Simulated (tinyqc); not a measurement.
## The bottom gap that matches the currents

Inverse problem. Photon flux above E from a black body at temperature T into a hemisphere: Phi(E, T) = A sum_k exp(-k E/th)[E^2 th/k + 2 E th^2/k^2 + 2 th^3/k^3], k = 1, 2, ..., with th = kB T/q in eV and A = 2 pi q^3/(h^3 c^2). In a two-junction cell the top cell (gap E1) absorbs every photon above E1 and the bottom cell (gap E2) every photon between E2 and E1, one electron each; the sun fills the share fs X of the hemisphere. The currents match when Phi(E2, Ts) = 2 Phi(E1, Ts). Find E2 and the matched current q fs X Phi(E1, Ts).

Values chosen for this exercise: temperature of the black-body sun Ts = 5778 K; share of the hemisphere filled by the sun fs = 2.16e-5; concentration X = 1.

Constants: q = 1.602176634e-19 C, kB = 1.380649e-23 J/K, h = 6.62607015e-34 J s, c = 299792458 m/s. Results are converted to the units shown.

E1 = 1.6400716 eV

Solution. Phi falls steadily with energy, so the condition has one root below E1.

E2 = 0.960 eV
matched current = 30.9 mA/cm^2

Program tinyqc, `OMP_NUM_THREADS=1 python tinyqc.py 2820005 2820006 out.jsonl`; Intel Xeon 2.30GHz, shared host, one thread, about 0.01 s.
